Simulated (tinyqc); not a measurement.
## Scale length and length offset from two DIBL values

Problem. DIBL = exp(-Le/(2 l)) + 2 exp(-Le/l) with Le = L - dL. Find l, dL and the drawn length for a DIBL of 100 mV/V.

DIBL at drawn lengths 70 and 120 nm (mV/V): [134.29638, 21.653319]

Answer. With e = exp(-Le/(2 l)), 2 e^2 + e = DIBL gives e and so Le/l at each length; Le/l is a straight line in L with slope 1/l.

l = 15.00 nm
dL = 3.800 nm
length for 100 mV/V = 77.61 nm

Program tinyqc, `OMP_NUM_THREADS=1 python tinyqc.py 2002133 2002134 out.jsonl`; Intel Xeon 2.30GHz, shared host, one thread, about 0.01 s.
